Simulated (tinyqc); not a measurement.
Landau-Devonshire theory of a uniaxial ferroelectric: one step, computed by the program tinyqc. Command: `OMP_NUM_THREADS=1 python tinyqc.py 3011336 3011337 out.jsonl ferro walk`. One thread of a shared host (Intel(R) Xeon(R) Processor @ 2.30GHz), about 0.01 s of CPU time with the checks.

G(P) = (alpha/2) P^2 + (beta*/4) P^4 + (gamma/6) P^6 - E P per volume, SI units, one domain, P along the polar axis, which is normal to the film.

Question. Coefficients at T. alpha = alpha_0 (T - T0*), with clamping: T0* = T0 + 4 Q12 u_m/(alpha_0 (s11 + s12)), beta* = beta + 4 Q12^2/(s11 + s12).

Inputs (values chosen for the exercise, for a model ferroelectric):

| quantity | value | unit |
|---|---|---|
| alpha_0 | 207000 | J m/(C^2 K) |
| Curie-Weiss temperature T0 | 510 | K |
| beta | 3.5e+09 | J m^5/C^4 |
| temperature T | 407 | K |
| misfit strain u_m | -0.0068 | - |
| electrostriction Q12 | -0.021 | m^4/C^2 |
| compliance s11 + s12 | 4.5e-12 | m^2/N |

Sample: epitaxial film.

Give: T0*; alpha; beta*.

Answer.

T0* = 1123 K

alpha = -1.483e+08 J m/C^2

beta* = 3.892e+09 J m^5/C^4

Compression raises T0 by 613 K. beta* > 0: the transition is of second order. Caution: a shift of T0 this large is beyond the range where constant coefficients hold.
